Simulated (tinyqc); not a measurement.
Inside a calculation. Model: five-frequency model of solute diffusion by vacancies in an fcc metal. Computed by tinyqc, a small Python program that keeps every step. Command: `OMP_NUM_THREADS=1 python tinyqc.py 3012375 3012376 out.jsonl fivefreq walk`. One thread of a shared host (Intel(R) Xeon(R) Processor @ 2.30GHz), about 0.07 s of CPU time with the checks. Intermediate numbers are printed to about 7 digits and carried at full precision; extremes and crossings named in words are read from the listed rows.

A vacancy next to the solute exchanges with it (w2), jumps to one of 4 sites that also neighbour the solute (w1) or to one of 7 that do not (w3); w4 is the reverse of w3 and w0 the host jump.

Inputs (values chosen for the exercise, for a model solute in a host close to nickel):
```
quantity                                      value      unit
barrier E0 (host jump)                         1.07        eV
barrier E1 (vacancy circles the solute)       0.952        eV
barrier E2 (exchange)                         0.855        eV
barrier E3 (dissociation)                      1.07        eV
binding energy E_b (positive for attraction)  0.063        eV
vacancy formation energy E_f                   1.79        eV
formation entropy S_f                           2.1       k_B
attempt frequency nu                            5.3       THz
lattice constant a                             3.52  angstrom
temperature T                                   939         K
```

Constants: k_B = 8.617333262e-05 eV/K.

## Jump rates

w_i = nu exp(-E_i/(k_B T)); detailed balance gives E4 = E3 - E_b.

rates (1/s): w0 9580709, w1 4.118361e+07, w2 1.365653e+08, w3 9580709, w4 2.087035e+07

## Correlation factor

Manning: with y = w4/w0, 7F = 7 - (10 y^4 + 180.5 y^3 + 927 y^2 + 1341 y)/(2 y^4 + 40.2 y^3 + 254 y^2 + 597 y + 436); f2 = (2 w1 + 7F w3)/(2 w2 + 2 w1 + 7F w3). The mean cosine between successive solute jumps follows from f2 = (1 + c)/(1 - c).

y = w4/w0 = 2.178372

7F = 4.233963

correlation factor f2 = 0.3103845

mean cosine c = -0.5262696

For a tracer of the host all rates are equal and f = 0.7815; here f2 is below that.

## Diffusivities

c_v = exp(S_f - E_f/(k_B T)); host D0 = a^2 c_v w0 x 0.7815; solute D2 = a^2 c_v exp(E_b/(k_B T)) w2 f2; 1 angstrom^2 = 1e-16 cm^2.

vacancy fraction c_v = 2.017314e-09

host diffusivity D0 = 1.871481e-17 cm^2/s

solute diffusivity D2 = 2.307977e-16 cm^2/s

ratio D2/D0 = 12.33235

The ratio splits into binding 2.18, exchange rate 14.3 and correlation 0.397.

## Solute against host over temperature

The formulas are those given above.

Diffusion:
```
T (K)         f2   D0 (cm^2/s)   D2 (cm^2/s)     D2/D0
610    0.1592530  9.844295e-26  3.973381e-24  40.36226
704    0.2056908  1.406727e-22  3.619389e-21  25.72916
798    0.2500119  3.630326e-20  6.617433e-19  18.22820
939    0.3103845  1.871481e-17  2.307977e-16  12.33235
1080   0.3625404  1.888989e-15  1.737533e-14   9.19822
1220   0.4065659  6.423129e-14  4.702805e-13   7.32167
1360   0.4438237  1.056700e-12  6.433140e-12   6.08796
```

The apparent activation energy of D2 is 2.683 eV between the coldest rows and 2.672 eV between the hottest; without correlation it would be E_f - E_b + E2 = 2.582 eV, and the host has 2.860 eV.

Checks made by the program: Manning formula against a solved vacancy walk within 5 nearest-neighbour distances (relative difference 3e-03).
